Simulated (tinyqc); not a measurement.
# Admittance spectroscopy of a deep trap: two studies

Schottky contact on an n-type layer with shallow donors Nd (all ionised) and a donor-like deep trap, neutral when filled and positive when empty; depletion approximation. Traps within lam of the depletion edge stay filled. The traps at xt = W - lam, where the level crosses the Fermi level, follow a slow signal and not a fast one. w = 2 pi f.

Parameters, values chosen for the exercise; material values those of a made-up semiconductor: relative permittivity eps_r = 11.1; conduction-band density of states at 300 K Nc = 3.45e19 cm^-3; thermal velocity at 300 K vth = 2.1e7 cm/s; shallow donor density Nd = 2e16 cm^-3; built-in voltage Vbi = 0.46 V; depth of the trap below the conduction edge Et = 0.31 eV; capture cross-section sn = 1.4e-14 cm^2; trap density Nt = 5.2e15 cm^-3; reverse bias Vr = 0 V; temperature T = 189 K.

Constants: q = 1.602176634e-19 C, kB = 1.380649e-23 J/K, eps0 = 8.8541878128e-14 F/cm where lengths are in cm. Results are converted to the units shown.

Each table varies one quantity; the others keep the values above.

## Effect of the trap density

Emission rate en = sn vth(T) Nc(T) exp(-Et/kB T) = sn g T^2 exp(-Et/kB T), g = vth Nc/(300 K)^2, as vth goes as T^0.5 and Nc as T^1.5 (degeneracy factor 1). lam = sqrt(2 eps0 eps_r (EF - ET)/(q Nd)), EF - ET = Et - (kB T/q) ln(Nc(T)/Nd), Nc(T) = Nc (T/300 K)^1.5. In the steady state at the band bending V, 2 eps0 eps_r V/q = Nd W^2 + Nt (W - lam)^2 (the second term only if W > lam). V = Vbi + Vr. C_HF = eps0 eps_r/W, C_LF = eps0 eps_r (Nd + Nt)/(Nd W + Nt xt). Inflection frequency w0 = 2 en [1 + Nt xt/(Nd W)]; C = C_HF + (C_LF - C_HF)/(1 + (w/w0)^2), G/w = (C_LF - C_HF)(w/w0)/(1 + (w/w0)^2).

Effect of the trap density:
```
Nt (cm^-3),W (nm),step (% of C_HF),w0/(2 en)
4.8e14,167.75,1.5715,1.0082
9.5e14,167.52,3.0901,1.0161
1.9e15,167.08,6.1009,1.0320
3.7e15,166.27,11.604,1.0618
7.4e15,164.74,22.181,1.1213
1.5e16,162.01,41.431,1.2374
2.9e16,158.03,70.856,1.4340
5.8e16,152.32,117.67,1.7917
```

What does the table show?

The step rises from 1.57 to 118 %, as Nt^(0.99) between the first two rows and Nt^(0.73) between the last two, and w0/(2 en) rises from 1.01 to 1.79: for Nt near Nd the rule w0 = 2 en overstates the cross-section by that factor.

## Effect of the bias

Same model as above.

V = Vbi + Vr.

Result of one run:
```
Vr (V),W (nm),xt/W,C_HF (nF/cm^2),step (nF/cm^2),step (% of C_HF)
4.3,502.2,0.7795,19.57,0.9331,4.767
```

What becomes of these results when the reverse bias Vr is changed from 4.3 to 3.4 V, all else the same?

Result of the changed run:
```
Vr (V),W (nm),xt/W,C_HF (nF/cm^2),step (nF/cm^2),step (% of C_HF)
3.4,454.0,0.7561,21.65,1.147,5.300
```

The whole series:
```
Vr (V),W (nm),xt/W,C_HF (nF/cm^2),step (nF/cm^2),step (% of C_HF)
0,165.6,0.3314,59.34,9.496,16.00
0.9,276.2,0.5991,35.58,3.209,9.018
1.7,344.0,0.6781,28.57,2.033,7.115
2.6,406.2,0.7274,24.19,1.442,5.961
3.4,454.0,0.7561,21.65,1.147,5.300
4.3,502.2,0.7795,19.57,0.9331,4.767
5.1,541.2,0.7954,18.16,0.8006,4.408
6,581.9,0.8097,16.89,0.6904,4.088
```

xt/W rises from 0.331 to 0.810 since lam stays at 111 nm, and the relative step falls from 16.0 to 4.09 %: the nearer xt lies to W in proportion, the less the traps add.

Computed by the program tinyqc: `OMP_NUM_THREADS=1 python tinyqc.py 2050163 2050164 out.jsonl`, one thread of a shared Intel Xeon 2.30GHz, about 0.01 s for the whole run.
